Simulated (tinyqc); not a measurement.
Comparisons within one model: armchair graphene nanoribbon in tight binding. A value that a table varies takes the place of the one given here.

An armchair ribbon of N dimer lines, width (N - 1) sqrt3 acc/2, period 3 acc, one pz orbital a site. In line n, A_n binds to B_n with -t exp(ik/3), times (1 + d) in the two edge lines, and to B_(n-1) and B_(n+1) with -t exp(-ik/6); k runs from -pi to pi. For d = 0 the modes across the ribbon are sin(n p pi/(N + 1)), p = 1 to N, with E = -/+ t sqrt(1 + 4 c^2 + 4 c cos(k/2)), c = cos(p pi/(N + 1)).

Constants: hbar^2/2m0 = 3.80998211 eV angstrom^2.

Values chosen for the exercise (near those used for graphene; shifted at random, so the results belong to these values and not to a real crystal): t = 2.67 eV (hopping); acc = 1.42 angstrom (bond length); N0 = 19 (first width); d1 = 0.12 (edge correction); N = 3 (dimer lines); d = 0.12 (relative strengthening of the edge bonds); k = 2.35 (k times the period 3 acc).

## Three families of gaps

Nine widths from N0 on, gaps at k = 0 with d = 0 and d = d1.

Gaps:

| N | family | width (angstrom) | gap, d = 0 (eV) | gap, d1 (eV) | gap x (N + 1) sqrt3 acc/2 (eV angstrom) |
|---|---|---|---|---|---|
| 19 | 3p+1 | 22.14 | 0.4914 | 0.5884 | 14.47 |
| 20 | 3p+2 | 23.37 | 0.0000 | 0.0869 | 2.24 |
| 21 | 3p | 24.60 | 0.4340 | 0.3561 | 9.64 |
| 22 | 3p+1 | 25.82 | 0.4265 | 0.5101 | 14.43 |
| 23 | 3p+2 | 27.05 | 0.0000 | 0.0759 | 2.24 |
| 24 | 3p | 28.28 | 0.3826 | 0.3136 | 9.64 |
| 25 | 3p+1 | 29.51 | 0.3768 | 0.4502 | 14.40 |
| 26 | 3p+2 | 30.74 | 0.0000 | 0.0674 | 2.24 |
| 27 | 3p | 31.97 | 0.3421 | 0.2802 | 9.65 |

Without edge correction the 3p+2 ribbons have no gap and the other two families nearly share one curve. With it the mean of the last column is 14.43 for 3p+1, 9.64 for 3p and 2.24 eV angstrom for 3p+2: the stronger edge bonds raise the gap of 3p+1, lower that of 3p and open one in 3p+2. Within a family the gap falls about as 1/width. One-electron gaps of this kind leave out the self-energy and exciton terms, which are large in narrow ribbons.

## Mass and gap go together

Nine widths from N0 on. Lowest conduction band for d = d1: m/m0 = c q^2/(E(q) - E(0)) with q = h/(3 acc), h = 0.001, c = hbar^2/2m0. Dirac rule: m = Eg/(2 v^2), that is m/m0 = c Eg/(hbar v)^2 with hbar v = 3 t acc/2.

Masses:

| N | gap (eV) | mass (m0) | Dirac rule (m0) |
|---|---|---|---|
| 19 | 0.5884 | 0.0751 | 0.0693 |
| 20 | 0.0869 | 0.0101 | 0.0102 |
| 21 | 0.3561 | 0.0383 | 0.0420 |
| 22 | 0.5101 | 0.0644 | 0.0601 |
| 23 | 0.0759 | 0.0088 | 0.0089 |
| 24 | 0.3136 | 0.0341 | 0.0369 |
| 25 | 0.4502 | 0.0564 | 0.0530 |
| 26 | 0.0674 | 0.0079 | 0.0079 |
| 27 | 0.2802 | 0.0307 | 0.0330 |

The ratio of mass to the Dirac rule runs from 0.91 (N = 21) to 1.08 (N = 19). Its mean is 0.92 for N = 3p, 1.07 for 3p+1 and 0.99 for 3p+2: the lowest modes of 3p and 3p+1 lie on opposite sides of the Dirac point, where the velocity along the ribbon differs. The largest gap (N = 19) and the heaviest mass (N = 19) belong to one ribbon.

## What each parameter does

Gap at k = 0, lowest positive level at k, and highest level at k = 0. Each row changes one parameter from the base and keeps the others.

Results:

| case | gap (eV) | lowest level at k (eV) | top of the band (eV) |
|---|---|---|---|
| base | 1.8983 | 2.9904 | 6.6095 |
| t = 2.804 eV | 1.9936 | 3.1405 | 6.9413 |
| N = 4 | 2.4963 | 2.7234 | 7.0822 |
| d = 0.17 | 1.7716 | 3.1239 | 6.6797 |
| k = 1.88 | 1.8983 | 2.9904 | 6.6095 |

The largest shifts from the base row, up to three for each result and ties (the steps differ in size, so this ranks the rows, not the parameters). gap (eV): N +0.5980, d -0.1267, t +0.0953; unchanged at the printed digits by k. lowest level at k (eV): N -0.2670, t +0.1501, d +0.1335; unchanged at the printed digits by k. top of the band (eV): N +0.4727, t +0.3317, d +0.0702; unchanged at the printed digits by k.

(tinyqc, `OMP_NUM_THREADS=1 python tinyqc.py 1481453 1481454 out.jsonl`, Intel(R) Xeon(R) Processor @ 2.30GHz, 1 thread, shared host, about 0.02 s.)
